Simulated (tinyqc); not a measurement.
Radius, Mott density and mass from the binding energy.

Inverse problem. A donor has the isolated binding energy E0 = cc Ry, Ry = (m0 q^3/(8 eps0^2 h^2)) me/eps_r^2 in eV, radius a = q/(8 pi eps0 eps_r E0) and Mott density (0.26/a)^3. Find a, the Mott density and me.

Values chosen for this exercise:
- eps_r = 13 (relative permittivity)
- cc = 1.3 (ratio of the true binding energy to the hydrogenic one)

Constants: q = 1.602176634e-19 C, eps0 = 8.8541878128e-12 F/m, h = 6.62607015e-34 J s, m0 = 9.1093837015e-31 kg. Results are converted to the units shown.

E0 = 6.8761080 meV

Answer. Each follows directly from E0.

a = 8.054 nm
Mott density = 3.364e16 cm^-3
me = 0.06570 m0

Numbers from tinyqc (`OMP_NUM_THREADS=1 python tinyqc.py 2330072 2330073 out.jsonl`; about 0.01 s on one thread of a shared Intel Xeon 2.30GHz).
